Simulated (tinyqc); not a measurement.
What each parameter does: model-solid line-up of a strained alloy layer on a substrate.

All values of the alloy are linear in x but the gap, Eg(x) = (1 - x) Eg_A + x Eg_B - C x (1 - x), and the valence edge, Ev(x) = (1 - x) Ev_A + x Ev_B + fv C x (1 - x); Ec = Ev + Eg. Ev is the top of the unstrained valence band on a scale common to all materials. In the layer only the Gamma valley of the conduction band is followed, also where an X or L valley would lie lower.

Coherent growth on a (110) face: e_par = (a_s - a)/a, e_perp = -(C11 + 3 C12 - 2 C44)/(C11 + C12 + 2 C44) e_par; exx = eyy = (e_par + e_perp)/2, ezz = e_par, exy = (e_perp - e_par)/2, eyz = ezx = 0.

Strained edges: Ec + ac tr(e); the valence edges are Ev plus the levels of the 6 x 6 matrix of X, Y, Z times spin with -Dso/3 + l exx + m (eyy + ezz) on the diagonal (cyclic), n exy off it, l = av + 2 b, m = av - b, n = sqrt(3) d. Spin-orbit term (Dso/3) L.sigma on X, Y, Z with (L_k)_ij = -i epsilon_kij: <X+|H|Y+> = -i Dso/3, <X+|H|Z-> = Dso/3, <Y+|H|Z-> = -i Dso/3, <Z+|H|X-> = -Dso/3, <Z+|H|Y-> = i Dso/3, <X-|H|Y-> = i Dso/3, and their conjugates; + and - are the spin along z.

dEc = Ec(substrate) - Ec(layer), dEv = Ev(layer) - Ev(substrate); positive values confine the carrier in the layer. Type I: both of one sign; type II: opposite signs; type III: the gaps do not overlap.

Inputs chosen for the exercise (A near GaAs, B near InAs, substrate near InP; not measured data): a = (5.648, 6.057) angstrom (lattice constant of A, B); Eg = (1.542, 0.419) eV (gap at Gamma to the s-like level of A, B); Dso = (0.337, 0.393) eV (spin-orbit splitting of A, B); Ev = (-0.81, -0.59) eV (top of the unstrained valence band of A, B); ac = (-7.09, -5.08) eV (conduction deformation potential of A, B); av = (1.15, 1) eV (valence hydrostatic potential of A, B); b = (-2.03, -1.81) eV (tetragonal shear potential of A, B); d = (-4.84, -3.6) eV (trigonal shear potential of A, B); C11 = (122, 83.5) GPa (of A, B); C12 = (56.8, 45.7) GPa (of A, B); C44 = (60.3, 39) GPa (of A, B); C = 0.431 eV (bowing of the gap); fv = 0.3 (share of the bowing taken by the valence edge); a_s = 5.868 angstrom (substrate); Eg_s = 1.439 eV (lowest gap of the substrate); Ev_s = -0.93 eV (substrate valence edge); face = 110 (growth face); x = 0.43 (fraction of B).

Strained gap, valence splitting and offsets.

Results for these values:
```
case,gap (eV),splitting (meV),dEc (eV),dEv (eV)
base,0.8436,61.7,0.3047,0.2907
```

What happens to each result for Ev_s = -0.88 eV, all else kept?

Answer: gap does not change at the printed digits; splitting does not change at the printed digits; dEc rises from 0.3047 to 0.3547; dEv falls from 0.2907 to 0.2407.

The same for each parameter in turn:
```
case,gap (eV),splitting (meV),dEc (eV),dEv (eV)
base,0.8436,61.7,0.3047,0.2907
x = 0.45,0.8418,49.5,0.3108,0.2864
a_s = 5.888 angstrom,0.7915,92.0,0.3343,0.3132
C = 0.531 eV,0.8191,61.7,0.3218,0.2980
fv = 0.5,0.8436,61.7,0.2835,0.3118
Ev_s = -0.88 eV,0.8436,61.7,0.3547,0.2407
"C12 = (65.32, 52.555) GPa",0.8459,64.6,0.3014,0.2917
"Dso = (0.388, 0.452) eV",0.8441,61.3,0.3047,0.2902
"d = (-5.566, -4.14) eV",0.8391,69.7,0.3047,0.2952
```

(tinyqc, `OMP_NUM_THREADS=1 python tinyqc.py 1081475 1081476 out.jsonl`, Intel(R) Xeon(R) Processor @ 2.30GHz, 1 thread, shared host, about 0.02 s.)
